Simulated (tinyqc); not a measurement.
Worked calculation: elastic strain and critical thickness of a cubic alloy layer A(1-x)B(x) on a thick substrate. Computed by tinyqc, a small Python program that keeps every step. Command: `OMP_NUM_THREADS=1 python tinyqc.py 3000440 3000441 out.jsonl misfit walk`. One thread of a shared host (Intel(R) Xeon(R) Processor @ 2.30GHz), about 0.01 s of CPU time with the checks. Intermediate numbers are printed to about 5 digits and carried at full precision; extremes and crossings named in words are read from the listed rows.

Strain is positive in tension. The layer is coherent with the substrate unless said otherwise.

Inputs (values chosen for the exercise, for a model alloy):

| quantity | value | unit |
|---|---|---|
| fraction x of B | 0.48 | - |
| lattice constant a_A | 5.431 | angstrom |
| lattice constant a_B | 5.658 | angstrom |
| substrate lattice constant a_S | 5.428 | angstrom |
| layer thickness h | 41 | nm |
| biaxial modulus of the substrate M_S | 176 | GPa |
| substrate thickness t_S | 625 | micrometre |
| wafer diameter W | 50 | mm |
| X-ray wavelength | 1.540593 | angstrom |
| start of the iteration h0/b | 20 | - |

Growth plane: (111). Layer: uncapped. Misfit dislocation: 60-degree.

C11, C12, C44 of A (GPa): 151.9  60.88  86.3

C11, C12, C44 of B (GPa): 119.5  50.82  69.97

## Alloy by Vegard's rule, and misfit

a = (1 - x) a_A + x a_B, the same rule for each C_ij; misfit f = (a_S - a)/a, the in-plane strain of the coherent layer.

free lattice constant a = 5.53996 angstrom

elastic constants (GPa): C11 136.3480, C12 56.0512, C44 78.4616

misfit f = -0.020210

The layer is compressed in the plane by 2.02 %.

## Biaxial strain, stress and energy

(111): D = 2 (C11 + 2 C12 - 2 C44)/(C11 + 2 C12 + 4 C44), M = 6 C44 (C11 + 2 C12)/(C11 + 2 C12 + 4 C44). The free surface carries no normal stress, so e_perp = -D f; dV/V = 2 f + e_perp; stress = M f; energy per area = M f^2 h (1 GPa nm = 1 J/m^2).

ratio D = 0.32555

normal strain e_perp = 0.0065792

volume strain dV/V = -0.033840

biaxial modulus M = 208.01 GPa

in-plane stress = -4.2038 GPa

strain energy per area = 3.4832 J/m^2

Caution: above about 2 % misfit, linear elasticity is rough and compressed layers tend to form islands before dislocations.

## Symmetric X-ray reflection

Reflection 111: d = a_perp/sqrt(3), with a_perp = a (1 + e_perp) for the coherent layer, a for the relaxed layer and a_S for the substrate; sin(theta) = lambda/(2 d).

Bragg angles:

| crystal | a_perp (angstrom) | theta (degrees) | from substrate (arcsec) |
|---|---|---|---|
| substrate | 5.4280 | 14.229 | 0.0 |
| coherent layer | 5.5764 | 13.843 | -1390.8 |
| relaxed layer | 5.5400 | 13.936 | -1056.4 |

peak separation of the coherent layer = -1390.8 arcsec

The coherent layer lies 1.32 times as far from the substrate peak as a relaxed one, about 1 + D = 1.33: reading its peak as relaxed would overstate the mismatch by that factor.

## Isotropic constants and the prefactor A

Voigt averages: G = (C11 - C12 + 3 C44)/5, B = (C11 + 2 C12)/3, nu = (3 B - 2 G)/(2 (3 B + G)); b = a/sqrt(2). The 60-degree dislocation has cos alpha = 1/2, and cos lambda = sqrt(3)/6 on (111), for glide on an inclined {111} plane. Matthews-Blakeslee: h_c = A [ln(h_c/b) + 1], A = b (1 - nu cos^2 alpha)/(8 pi |f| (1 + nu) cos lambda), the factor 8 pi being that of an uncapped layer.

shear modulus G = 63.13632 GPa

Poisson ratio nu = 0.19606

Burgers vector b = 0.39173 nm

prefactor A = 2.1243 nm

## Critical thickness by fixed-point iteration

Start at h0, put the right side back in, and stop when the change is below 1e-9 h or h turns negative.

Iteration:

| step | h in (nm) | h out (nm) | change (nm) |
|---|---|---|---|
| 1 | 7.8347 | 8.4880 | 6.5330e-01 |
| 2 | 8.4880 | 8.6581 | 1.7013e-01 |
| 3 | 8.6581 | 8.7003 | 4.2158e-02 |
| 4 | 8.7003 | 8.7106 | 1.0318e-02 |
| 5 | 8.7106 | 8.7131 | 2.5178e-03 |
| 6 | 8.7131 | 8.7137 | 6.1393e-04 |
| 7 | 8.7137 | 8.7139 | 1.4967e-04 |
| 8 | 8.7139 | 8.7139 | 3.6487e-05 |
| 9 | 8.7139 | 8.7139 | 8.8948e-06 |
| 10 | 8.7139 | 8.7139 | 2.1684e-06 |
| 11 | 8.7139 | 8.7139 | 5.2860e-07 |
| 12 | 8.7139 | 8.7139 | 1.2886e-07 |
| 13 | 8.7139 | 8.7139 | 3.1413e-08 |
| 14 | 8.7139 | 8.7139 | 7.6579e-09 |

critical thickness h_c (Matthews-Blakeslee) = 8.7139 nm

Converged; near the root each step shrinks the error by A/h_c = 0.244. h_c is 22.2 Burgers vectors.

## Equilibrium strain at the thickness h

For h > h_c the same force balance gives the strain left, |e| = |f| A [ln(h/b) + 1]/h, and below h_c e = f; relaxation = 1 - e/f; dislocations per length across each line direction = (|f| - |e|)/(b cos lambda), times 2/3 for the three line sets on (111).

strain left e = -0.0059168

relaxation = 70.723 %

dislocation line density = 84.260 1/micrometre

h is 4.71 h_c: in equilibrium dislocations lie 11.9 nm apart; slow nucleation and glide can keep a real layer more strained.

## Wafer curvature of the coherent layer

Stoney: curvature = 6 |stress| h/(M_S t_S^2); radius = 1/curvature; bow = curvature W^2/8.

curvature = 0.015042 1/m

radius of curvature = 66.481 m

bow = 4.7006 micrometre

Caution: M_S is near the value for a (001) wafer; a (111) wafer is stiffer and bends less. Caution: the curvature assumes a coherent layer, but h exceeds h_c.

## Force balance against energy balance

People-Bean: h_c = P ln(h_c/b), P = (1 - nu)/(1 + nu) b^2/(16 pi sqrt(2) a f^2). The misfit is scaled by 0.25, 0.4, 0.6, 1, 1.5, 2.2 at fixed a, b and nu; the upper root is taken, and rows with A < 1.3 b or P < 3 b, where the roots shrink to the core size or vanish, are left out.

Critical thickness:

| \|f\| (%) | Matthews-Blakeslee (nm) | People-Bean (nm) | ratio |
|---|---|---|---|
| 0.5052 | 49.639 | 7.7936e+02 | 15.700 |
| 0.8084 | 27.980 | 2.6052e+02 | 9.311 |
| 1.2126 | 16.860 | 9.8450e+01 | 5.839 |
| 2.0210 | 8.714 | 2.7191e+01 | 3.120 |
| 3.0314 | 5.032 | 8.9025e+00 | 1.769 |
| 4.4461 | 2.898 | 2.4038e+00 | 0.830 |

The exponents d ln h_c/d ln f are -1.22 and -2.33 between the first rows, steeper than the -1 and -2 of the prefactors because of the logarithm. The ratio falls from 15.7 to 0.830 as the misfit grows, so the two criteria cross. Where People-Bean lies above, a layer between the lines is metastable: dislocations would lower the energy but have to be nucleated; where it falls below, it is out of its range. Above about 2 % misfit islands may come first.

Checks made by the program: D and M against the full stiffness tensor (relative difference below 1e-10); h_c against the Lambert function, -A W_(-1)(-b/(A e)) (relative difference 3e-10).
